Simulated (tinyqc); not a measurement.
# Inputs raised by 2 %, one at a time

Model: domain walls in a thin film with perpendicular anisotropy: Bloch, Neel and chiral walls, motion and stripe domains. Computed by tinyqc, a small Python program. Command: `OMP_NUM_THREADS=1 python tinyqc.py 3010513 3010514 out.jsonl mwall sens`. One thread of a shared host (Intel(R) Xeon(R) Processor @ 2.30GHz), about 0.07 s of CPU time with the checks.

One-dimensional wall: polar angle theta(x), azimuth phi of the moment in the wall (phi = 0 Neel, 90 degrees Bloch). mu_0 = 1.25663706212e-6 T m/A, gamma = 1.76085963023e11 rad/(s T).

Inputs (values chosen for the exercise, for a model film):
```
quantity                      value    unit
saturation magnetisation M_s    734    kA/m
exchange stiffness A             12    pJ/m
uniaxial anisotropy K_u         487  kJ/m^3
DMI constant D                 0.12  mJ/m^2
thickness t                    0.65      nm
damping alpha                 0.013       -
field mu_0 H_z                   15      mT
```

Drive: magnetic field.

Method:
- K_eff = K_u - mu_0 M_s^2/2; Delta = sqrt(A/K_eff); sigma_0 = 4 sqrt(A K_eff); profile theta = 2 arctan exp(x/Delta); quality factor Q = 2 K_u/(mu_0 M_s^2).
- sigma(phi) = sigma_0 + 2 Delta K_D cos^2(phi) - pi D cos(phi), with the wall shape anisotropy K_D = N_x mu_0 M_s^2/2, N_x = t ln 2/(pi Delta). The minimum has cos(phi) = D/D_N for D < D_N = 4 Delta K_D/pi and phi = 0 beyond; sigma turns negative at D_c = (sigma_0 + 2 Delta K_D)/pi.
- Field drive: steady motion v = gamma Delta B/alpha needs B = (alpha/2) [2 B_D sin(phi) - B_K sin(2 phi)] in size, B_K = 2 K_D/M_s, B_D = pi D/(2 M_s Delta), with phi moving from its rest value; the Walker field B_W is the largest value of |B_D sin(phi) - (B_K/2) sin(2 phi)| times alpha, reached at cos(phi) = [d - sqrt(d^2 + 8)]/4, d = B_D/B_K. Far above B_W/alpha, v = gamma Delta B alpha/(1 + alpha^2); this is used for all B above B_W.

Runs:
```
input moved                           from       to  wall energy sigma (mJ/m^2)  D_N (mJ/m^2)  velocity at B_W (m/s)  velocity at B (m/s)
base run                                 -        -                      5.0596      0.061812                 50.018              0.30862
saturation magnetisation M_s (kA/m)    734   748.68                      4.8117      0.064309                 49.359              0.32390
exchange stiffness A (pJ/m)             12    12.24                      5.1127      0.061812                 50.018              0.31169
uniaxial anisotropy K_u (kJ/m^3)       487   496.74                      5.2319      0.061812                 50.018              0.29897
DMI constant D (mJ/m^2)               0.12   0.1224                      5.0520      0.061812                 50.858              0.30862
thickness t (nm)                      0.65    0.663                      5.0615      0.063048                 50.179              0.30862
damping alpha                        0.013  0.01326                      5.0596      0.061812                 50.018              0.31479
```

Exponents ln(y'/y) / ln(x'/x):
```
input                         wall energy sigma  D_N  velocity at B_W  velocity at B
saturation magnetisation M_s             -2.537    2           -0.670          2.440
exchange stiffness A                      0.528    0            0.000          0.500
uniaxial anisotropy K_u                   1.691    0            0.000         -1.604
DMI constant D                           -0.075    0            0.841          0.000
thickness t                               0.019    1            0.163          0.000
damping alpha                             0.000    0            0.000          1.000
```

To which inputs is each result most sensitive?

Among the inputs moved here: wall energy sigma answers most in size to saturation magnetisation M_s (exponent -2.537), next to uniaxial anisotropy K_u (+1.691); its exponent is below 0.0005 for damping alpha. D_N answers most in size to saturation magnetisation M_s (exponent +2.000), next to thickness t (+1.000); its exponent is below 0.0005 for exchange stiffness A, uniaxial anisotropy K_u, DMI constant D, damping alpha. Velocity at B_W answers most in size to DMI constant D (exponent +0.841), next to saturation magnetisation M_s (-0.670); its exponent is below 0.0005 for exchange stiffness A, uniaxial anisotropy K_u, damping alpha. Its exponent 0.000 in damping alpha: mobility and Walker field carry opposite powers of alpha. Velocity at B answers most in size to saturation magnetisation M_s (exponent +2.440), next to uniaxial anisotropy K_u (-1.604); its exponent is below 0.0005 for DMI constant D, thickness t.

Caution (all rows): below about 3 B_W/alpha the mean velocity lies above the far-field formula, by a factor of roughly 1 + (B_W/(alpha B))^2/2.
